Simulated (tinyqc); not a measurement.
# Trap density from one capacitance

Problem. Traps spread evenly through the insulator exchange electrons with the semiconductor by tunnelling, with tau(x) = t0 exp(2 ka x) at depth x from the interface. The admittance per area Y seen at depth x obeys dY/dx = -Y^2/(i w eps0 eox) + q Nb ln(1 + i w tau)/tau, with Y(0) = i w Cs and w = 2 pi f; the gate sees Y(tox) = G + i w C. Working variable y = Y/(i w), in uF/cm^2. Cox = eps0 eox/tox. Find Nb and G/w.

Values chosen for this exercise:
- eox = 19.2 (relative permittivity of the insulator)
- tox = 7.4 nm (insulator thickness)
- Cs = 3.7 uF/cm^2 (semiconductor capacitance in accumulation)
- ka = 5.4 1/nm (decay constant of the wave function in the insulator)
- t0 = 4e-9 s (time constant of a trap at the interface)
- f = 100 Hz (frequency)

Constants: q = 1.602176634e-19 C, eps0 = 8.8541878128e-14 F/cm where lengths are in cm. Results are converted to the units shown.

C = 1.4371773 uF/cm^2

Solution. C rises steadily with Nb, so one density matches; in practice ka and t0 must come from the frequency dependence.

Nb = 5.10e18 cm^-3 eV^-1
G/w = 0.00278 uF/cm^2

Computed by the program tinyqc: `OMP_NUM_THREADS=1 python tinyqc.py 2202047 2202048 out.jsonl`, one thread of a shared Intel Xeon 2.30GHz, about 0.4 s for the whole run.
